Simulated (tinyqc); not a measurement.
Interband optics of a two-band s-p chain from momentum matrix elements, step by step. Values are carried at full precision from step to step, so a last printed digit may differ when a step is redone from the rounded ones.

H(k) = [[Es - 2 ts cos ka, 2i V sin ka], [-2i V sin ka, Ep_ + 2 tp cos ka]] in the basis s, p; the lower band is full, with two electrons a cell. The velocity operator times hbar is W = dH/dk (eV angstrom); intra-atomic dipoles are left out.

Constants: hbar^2/2m0 = 3.80998211 eV angstrom^2; e^2/(4 pi eps0) = 14.39964547 eV angstrom.

Values chosen for the exercise:
```
symbol  value  unit        meaning
a       2.35   angstrom    period
Es      3.83   eV          upper orbital (s)
Ep_     -2.23  eV          lower orbital (p)
ts      0.69   eV          s-s hopping
tp      0.45   eV          p-p hopping
V       1.58   eV          s-p hopping
k       0.09   2 pi/a      wave vector
N       12                 k points
Ar      12.8   angstrom^2  cross-section per chain
eta     0.1    eV          Lorentzian half width
E       3.73   eV          photon energy
```

## Hamiltonian and velocity at one k

Form H and W = dH/dk.

H (eV):
```
          s        p
s    2.6648  1.6932i
p  -1.6932i  -1.4701
```

W (eV angstrom):
```
          s        p
s    1.7377  6.2700i
p  -6.2700i  -1.1333
```

## Matrix element between the bands

Diagonalise H, transform W, and form w = |W_cv|^2, the Kane-type energy w/c and the oscillator strength f = w/(c D), c = hbar^2/2m0, D = Ec - Ev.

Ev, Ec (eV): -2.0750  3.2697

weights:
```
        v       c
s  0.1132  0.8868
p  0.8868  0.1132
```

slopes dEv/dk, dEc/dk (eV angstrom): -4.781  5.385

w = 15.534 eV^2 angstrom^2
w/c = 4.077 eV
f = 0.763

## Transitions on the mesh

At each k_j = (j + 1/2)/N (2 pi/a) up to the zone edge give D = Ec - Ev, w = |<c|W|v>|^2 and f = w/(c D), c = hbar^2/2m0; the other half of the zone repeats the values.

Transitions:
```
k (2 pi/a)  D (eV)  w (eV^2 angstrom^2)      f
0.0417      4.1902               40.109  2.512
0.1250      6.3051                5.577  0.232
0.2083      8.1967                0.416  0.013
0.2917      9.0272               10.022  0.291
0.3750      8.8788               30.149  0.891
0.4583      8.4227               51.424  1.602
```

D runs from 4.190 to 9.027 eV on the mesh; f is largest at k = 0.0417.

## Dielectric function from the table

With w(k) = |<c|W|v>|^2 and D(k) = Ec - Ev, on the mesh k_j = (j + 1/2)/N (2 pi/a): eps(E) = 1 + (8 pi e2/(a Ar)) mean_j (w/D^2) [1/(D - E - i eta) + 1/(D + E + i eta)], e2 = e^2/(4 pi eps0); light polarised along the chains, no local fields.

Take the mean over the rows. Also eps(0) at eta = 0, and the effective electrons per cell n_eff = 2 mean(f).

eps(E) = 11.930+2.071i
eps(0) = 3.851
n_eff = 1.848

On a mesh of 2000 points the values are 17.488+13.308i, 4.005 and 1.868. n_eff need not equal the 2 electrons of the cell: a two-orbital basis with chosen hoppings does not obey the sum rule of free electrons. E lies within, or within 2 eta of, the range of transitions of the band (3.78 to 9.06 eV); their spacing on this mesh (up to 2.11 eV) exceeds eta, so eps(E) depends on where the few mesh points fall.

## Checks

- Curvature of the lower band against <v|d2H/dk2|v> - 2 w/D (eV angstrom^2): both -2.881.
- Zone mean of 2 w/D against the zone mean of <v|d2H/dk2|v>, the f-sum rule of a full band (eV angstrom^2): both 7.1178.

Computed by tinyqc, a small Python program: `OMP_NUM_THREADS=1 python tinyqc.py 1680189 1680190 out.jsonl` (the numbers bound the seed that draws the inputs); one thread of a shared host (Intel(R) Xeon(R) Processor @ 2.30GHz), about 0.01 s for the whole set of steps.
